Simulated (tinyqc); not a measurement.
p-n diode with diffusion and depletion-layer recombination: two steps of the calculation.

Abrupt junction in the depletion approximation, low injection, full ionisation, neutral widths fixed, ohmic contact on the p side. Vj is the junction voltage; where a series resistance Rs is given, V = Vj + J Rs is the terminal voltage.

Parameters, values chosen for the exercise; band and dielectric values close to those of indium phosphide:

| symbol | value | unit | meaning |
|---|---|---|---|
| T | 450 | K | temperature |
| Eg | 1.33 | eV | band gap |
| eps_r | 12.3 |  | relative permittivity |
| Nc | 1.07e18 | cm^-3 | conduction-band density of states at T |
| Nv | 1.98e19 | cm^-3 | valence-band density of states at T |
| Na | 2.9e18 | cm^-3 | acceptor density |
| Nd | 3e16 | cm^-3 | donor density |
| tn | 2e-9 | s | electron lifetime |
| tp | 4e-8 | s | hole lifetime |
| Rs | 0.015 | ohm cm^2 | series resistance |
| Et | 0 | eV | trap level above the intrinsic level |
| Vj | 0.61 | V | junction voltage at which recombination is evaluated |
| V | 0.87 | V | terminal voltage |

Constants: q = 1.602176634e-19 C, kB = 1.380649e-23 J/K, Vt = kB T/q, eps0 = 8.8541878128e-14 F/cm where lengths are in cm. Results are converted to the units shown.

Problem 1. Recombination in the depleted layer. ni = sqrt(Nc Nv) exp(-Eg/(2 Vt)), Eg in volts. Vbi = Vt ln(Na Nd/ni^2), W = sqrt(2 eps0 eps_r (Vbi - Vj)(1/Na + 1/Nd)/q), xp = W Nd/(Na + Nd), xn = W Na/(Na + Nd); u(x) = q Na (x + xp)^2/(2 eps0 eps_r) for x < 0 and Vbi - Vj - q Nd (xn - x)^2/(2 eps0 eps_r) for x > 0; p = Na exp(-u/Vt), n = Nd exp((u - Vbi + Vj)/Vt); U = ni^2 (exp(Vj/Vt) - 1)/(tp (n + ni exp(Et/Vt)) + tn (p + ni exp(-Et/Vt))); J_scr = q times the integral of U from -xp to xn. Trapezoid rule on 15 equal steps.

Find: W; x; u; n; p; U; J_scr.

Solution 1.

W = 152.3 nm

```
point  x (nm)   u (V)  n (cm^-3)  p (cm^-3)  U (cm^-3 s^-1)
0        -1.6  0.0000   6.310e10   2.900e18        3.155e19
1         8.6  0.0608   3.024e11   6.051e17        1.512e20
2        18.8  0.1222   1.475e12   1.240e17        7.374e20
3        28.9  0.1791   6.400e12   2.859e16        3.185e21
4        39.1  0.2315   2.469e13   7.411e15        1.157e22
5        49.2  0.2793   8.469e13   2.160e15        2.372e22
6        59.4  0.3225   2.584e14   7.082e14        1.556e22
7        69.5  0.3612   7.008e14   2.611e14        6.407e21
8        79.7  0.3954   1.690e15   1.082e14        2.697e21
9        89.8  0.4250   3.626e15   5.047e13        1.261e21
10      100.0  0.4500   6.915e15   2.646e13        6.614e20
11      110.2  0.4705   1.173e16   1.560e13        3.900e20
12      120.3  0.4864   1.769e16   1.034e13        2.586e20
13      130.5  0.4978   2.372e16   7.714e12        1.928e20
14      140.6  0.5046   2.829e16   6.468e12        1.617e20
15      150.8  0.5069   3.000e16   6.099e12        1.525e20
```

J_scr = 0.01091 A/cm^2

Problem 2. New Vj. Diffusion current alone: J = J0 (exp(Vj/Vt) - 1), g = Vj + J Rs - V, g' = 1 + Rs J0 exp(Vj/Vt)/Vt, Vj(new) = Vj - g/g'.

Vj at the start = 0.435 V
J0 = J0n + J0p = 2.7443217e-9 A/cm^2

Wanted: J; g; g'; Vj after iteration 1.

Solution 2.

J = 2.0427e-4 A/cm^2
g = -0.43500 V
g' = 1.0001
Vj after iteration 1 = 0.86996 V

Computed by the program tinyqc: `OMP_NUM_THREADS=1 python tinyqc.py 2260124 2260125 out.jsonl`, one thread of a shared Intel Xeon 2.30GHz, about 0.01 s for the whole run.
